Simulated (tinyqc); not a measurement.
Permeation of metal atoms or ions through a thin barrier or dielectric: time lag, field-aided drift and lifetime: one step, computed by the program tinyqc.

The film 0 < x < d is empty at first; C = C0 at x = 0 and C = 0 at x = d. dC/dt = D d2C/dx2 - v dC/dx with drift v = D z e V/(k_B T d) (uniform field, no space charge).

Question. Time to the critical dose. Steady flux J = (D C0/d) P/(1 - exp(-P)); time lag in units of d^2/D: s_L = [P (1 + exp(-P))/(1 - exp(-P)) - 2]/P^2 (P = 0: J = D C0/d, s_L = 1/6). Dose through the film Q(s) = C0 d {f (s - s_L) - 2 exp(P/2) sum_(n=1..200) (-1)^n n^2 pi^2 exp(-l_n s)/l_n^2}, l_n = n^2 pi^2 + P^2/4, f = P/(1 - exp(-P)) the relative flux. Temperatures in kelvin are T(C) + 273.15. Solve Q = Q_c for s. At the use temperature D and P take T_u, with the same C0 and V; 1 year = 3.15576e7 s.

Inputs (values chosen for the exercise, for a model case: singly charged ions through a dielectric):

| quantity | value | unit |
|---|---|---|
| thickness d | 48 | nm |
| prefactor D0 | 6.3e-09 | cm^2/s |
| activation energy E | 0.813 | eV |
| concentration at the source side C0 | 8.4e+14 | 1/cm^3 |
| charge number z | 1 | - |
| voltage V (positive drives ions across) | 0.03 | V |
| critical dose Q_c | 2e+09 | 1/cm^2 |
| test temperature T | 275 | C |
| use temperature T_u | 85 | C |

Peclet number P = 0.6351100

time scale d^2/D = 109142.3 s

Constants: k_B = 8.617333262e-05 eV/K.

Give: s at the critical dose; failure time at T; failure time at T_u.

Answer.

s at the critical dose = 0.53172

failure time at T = 58034 s

failure time at T_u = 15.324 years

Caution: grain boundaries, pinholes, trapping and space charge are left out; thin real barriers usually fail at defects.
